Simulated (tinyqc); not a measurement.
# Surface potential of a MOS transistor: implicit equation and explicit approximations: accuracy of the approximations against gate voltage

p-type body, charge-sheet picture, depletion and inversion only, full ionisation (an idealisation for deep acceptors), Boltzmann statistics (rough once Na exp(x - xn) passes about Nc/7). In units of Vt: xg = (Vg - Vfb)/Vt, x = psi/Vt, G = gamma/sqrt(Vt), xn = (2 phiF + Vc)/Vt. The implicit equation is (xg - x)^2 = G^2 [x - 1 + exp(x - xn)] for x above about 3. Cox = eps0 eox/tox.

ni = sqrt(Nc Nv) exp(-Eg/(2 Vt)), Eg in volts; phiF = Vt ln(Na/ni); gamma = sqrt(2 q eps0 eps_r Na)/Cox; VT = Vfb + Vt (xn + G sqrt(xn - 1)). Depletion value a = 1 + [sqrt(G^2/4 + xg - 1) - G/2]^2; inversion value b = xn + ln[(xg - xn)^2/G^2 - xn + 1] and first guess y = min(a, b) - ln(1 + exp(-|a - b|)) if a > xn + 1, else b = y = a; one second-order correction with D = exp(y - xn), p = 2 (xg - y) + G^2 (1 + D), w = (xg - y)^2 - G^2 (y - 1 + D): z = y + 2 w/(p + sqrt(p^2 - 2 (2 - G^2 D) w)), or the Newton step z = y + w/p where the root is not real. N_inv = (Cox Vt G/q) [sqrt(x - 1 + exp(x - xn)) - sqrt(x - 1)] at the root. Lambert form (Cox m Vt/q) W0[(G/(2 m sqrt(xn - 1))) exp((Vg - VT)/(m Vt))], m = 1 + G/(2 sqrt(xn - 1)). Errors under 1e-4 mV, and the linear form below VT, are printed as 0.

Values chosen for this exercise; band and dielectric values close to those of silicon: temperature T = 250 K; band gap Eg = 1.1 eV; relative permittivity eps_r = 11.5; conduction-band density of states at T Nc = 2.15e19 cm^-3; valence-band density of states at T Nv = 2.01e19 cm^-3; relative permittivity of the gate insulator (close to silicon dioxide) eox = 3.9; insulator thickness tox = 13 nm; acceptor density Na = 4.6e17 cm^-3; flat-band voltage Vfb = -0.48 V; channel-body voltage Vc = 0 V.

Constants: q = 1.602176634e-19 C, kB = 1.380649e-23 J/K, Vt = kB T/q, eps0 = 8.8541878128e-14 F/cm where lengths are in cm. Results are converted to the units shown.

Accuracy of the approximations against gate voltage:
```
Vg (V)  psi (V)    x - xn  error of y (mV)  error of z (mV)  N_inv (cm^-2)  Cox (Vg - VT)/q (cm^-2)  Lambert form (cm^-2)
1.45    0.71524   -10.238          3.60e-4                0       1.1193e6                        0              7.1852e5
1.65    0.82367   -5.2051           0.0531                0       1.5961e8                        0              1.3894e8
1.85    0.92885  -0.32245             6.74          -0.0337      1.9723e10                        0             1.9726e10
2.05    0.98033    2.0667             9.44           -0.361      2.0154e11                3.3099e11             2.0417e11
2.25     1.0002    2.9891             7.23           -0.166      4.7577e11                6.6257e11             4.8171e11
2.45     1.0120    3.5353             5.53          -0.0708      7.7350e11                9.9415e11             7.8273e11
2.65     1.0204    3.9269             4.53          -0.0379      1.0809e12                1.3257e12             1.0933e12
2.85     1.0270    4.2350             3.87          -0.0232      1.3934e12                1.6573e12             1.4089e12
3.05     1.0325    4.4906             3.40          -0.0155      1.7093e12                1.9889e12             1.7276e12
```

Read the table: what changes, and by how much?

psi rises from 0.715 to 1.03 V and ends 4.5 Vt above 2 phiF + Vc. Among the rows the first guess is off by at most 9.4 mV (at Vg = 2.05 V) and the corrected value by at most 0.36 mV. In the last row the linear form is 16 % above N_inv and the Lambert form 1.1 % above it; in the first row the Lambert form is 36 % below it. For Vg = 2.05, 2.25, 2.45, 2.65, 2.85, 3.05 the electron quasi-Fermi level lies less than 2 Vt below the band edge at the surface, or above it, where degeneracy and confinement, left out, matter.

Program tinyqc, `OMP_NUM_THREADS=1 python tinyqc.py 2122201 2122202 out.jsonl`; Intel Xeon 2.30GHz, shared host, one thread, about 0.01 s.
